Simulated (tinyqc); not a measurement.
Inputs raised by 10 %, one at a time: sputter depth profiling of a dopant layer: erosion rate, quantification and the mixing-roughness response. Computed by tinyqc, a small Python program. Command: `OMP_NUM_THREADS=1 python tinyqc.py 3024054 3024055 out.jsonl sims sens`. One thread of a shared host (Intel(R) Xeon(R) Processor @ 2.30GHz), about 0.2 s of CPU time with the checks.

A rastered ion beam erodes silicon (49.94 atoms per nm^3). The measured profile is the true one convolved with a depth response.

Inputs (values chosen for the exercise, modelled on a dopant in silicon under an oxygen or caesium beam):
```
quantity                               value    unit
beam energy E                              8     keV
beam current                              23      nA
raster side                              300      um
sputter yield at 1 keV                   1.3       -
mixing length at 1 keV                   2.1      nm
roughness sigma                          1.4      nm
depth of the top edge z0                  16      nm
box width b                                4      nm
box concentration C                  2.4e+19  1/cm^3
relative sensitivity factor RSF      1.3e+21  1/cm^3
matrix count rate                    1.1e+06     1/s
background count rate                    1.2     1/s
counting time per point                    1       s
level that defines the junction C_B    5e+17  1/cm^3
```

True profile: box.

Constants: e = 1.602176634e-19 C.

Method:
- Scaling chosen for the exercise: yield Y = Y1 E^0.5, mixing length w = w1 E^0.5 (E in keV).
- Erosion rate = Y I/(e x raster^2 x density); depth step = rate x counting time; concentration = RSF x counts/matrix counts; detection limit = RSF x 3 sqrt(background x time)/(matrix rate x time).
- Mixing alone turns a layer at z0 into (1/w) exp(-(z - z0 + w)/w) for z > z0 - w; roughness adds a Gaussian of width sigma. With x = z - z0 + w: g(x) = (1/(2w)) exp(sigma^2/(2 w^2) - x/w) erfc((sigma/w - x/sigma)/sqrt2), and its integral G(x) = (1/2) erfc(-x/(sigma sqrt2)) - w g(x). Measured: C [G(x) - G(x - b)].
- Find the maximum, the full width at half maximum and the deep point where the profile falls to C_B; far down, the trailing edge decays by w ln(10) per decade.
- Convolution adds means and variances: the response has mean 0 (shift -w plus exponential mean w) and variance w^2 + sigma^2; a box adds the mean b/2 and the variance b^2/12.

Runs; columns: (1) input moved; (2) from; (3) to; (4) full width at half maximum (nm); (5) peak concentration (1/cm^3); (6) erosion rate (nm/s); (7) standard deviation (nm):
```
(1)                                               (2)       (3)     (4)         (5)      (6)     (7)
base run                                            -         -  8.2117  9.5338e+18  0.11744  6.2107
beam energy E (keV)                                 8       8.8  8.4187  9.2592e+18  0.12317  6.4886
mixing length at 1 keV (nm)                       2.1      2.31  8.6362  8.9876e+18  0.11744  6.7810
roughness sigma (nm)                              1.4      1.54  8.4409  9.3187e+18  0.11744  6.2438
box width b (nm)                                    4       4.4  8.3914  1.0311e+19  0.11744  6.2332
level that defines the junction C_B (1/cm^3)    5e+17   5.5e+17  8.2117  9.5338e+18  0.11744  6.2107
box concentration C (1/cm^3)                  2.4e+19  2.64e+19  8.2117  1.0487e+19  0.11744  6.2107
beam current (nA)                                  23      25.3  8.2117  9.5338e+18  0.12918  6.2107
```

Exponents ln(y'/y) / ln(x'/x):
```
input                                full width at half maximum  peak concentration  erosion rate  standard deviation
beam energy E                                             0.261              -0.307           0.5               0.459
mixing length at 1 keV                                    0.529              -0.619           0.0               0.922
roughness sigma                                           0.289              -0.239           0.0               0.056
box width b                                               0.227               0.823           0.0               0.038
level that defines the junction C_B                       0.000               0.000           0.0               0.000
box concentration C                                       0.000               1.000           0.0               0.000
beam current                                              0.000               0.000           1.0               0.000
```

To which inputs is each result most sensitive?

Among the inputs moved here: full width at half maximum answers most in size to mixing length at 1 keV (exponent +0.529), next to roughness sigma (+0.289); its exponent is below 0.0005 for level that defines the junction C_B, box concentration C, beam current. Peak concentration answers most in size to box concentration C (exponent +1.000), next to box width b (+0.823); its exponent is below 0.0005 for level that defines the junction C_B, beam current. Its exponent +1.000 in box concentration C: convolution is linear. Erosion rate answers most in size to beam current (exponent +1.000), next to beam energy E (+0.500); its exponent is below 0.0005 for mixing length at 1 keV, roughness sigma, box width b, level that defines the junction C_B, box concentration C. Its exponent +0.500 in beam energy E: the chosen yield law. Standard deviation answers most in size to mixing length at 1 keV (exponent +0.922), next to beam energy E (+0.459); its exponent is below 0.0005 for level that defines the junction C_B, box concentration C, beam current.

Extremes, crossings and ranges named in words are read from the listed rows.
